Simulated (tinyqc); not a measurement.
From results back to parameters: buckled dimers of a reconstructed (001) surface, two dangling bonds a dimer. Two cases, with inputs chosen for the exercise.

Problem. With tp the pi coupling of the two dangling bonds, gm their shift per height and kf the force constant (elastic energy kf z^2), an isolated buckled dimer has gap 2 gm^2/kf, buckling z with (gm z)^2 + tp^2 = (gm^2/kf)^2, and charge gm z/(gm^2/kf) moved to the up atom. The values come from hidden parameters.

Find: tp; gm; kf.

Method. With x half the gap and c the charge: tp = x sqrt(1 - c^2), gm = x c/z, kf = gm^2/x.

Case 1.

gap = 0.793361 eV
z = 0.206046 angstrom
charge moved = 0.877829 e

Solution.

tp = 0.19 eV
gm = 1.69 eV/angstrom
kf = 7.2 eV/angstrom^2

Case 2.

gap = 1.206000 eV
z = 0.251088 angstrom
charge moved = 0.836960 e

Solution.

tp = 0.33 eV
gm = 2.01 eV/angstrom
kf = 6.7 eV/angstrom^2

Computed by tinyqc, one run a case: `OMP_NUM_THREADS=1 python tinyqc.py N N+1 out.jsonl` with N = 1482866, 1482892; one thread of a shared Intel(R) Xeon(R) Processor @ 2.30GHz, about 0.04 s a run at most.
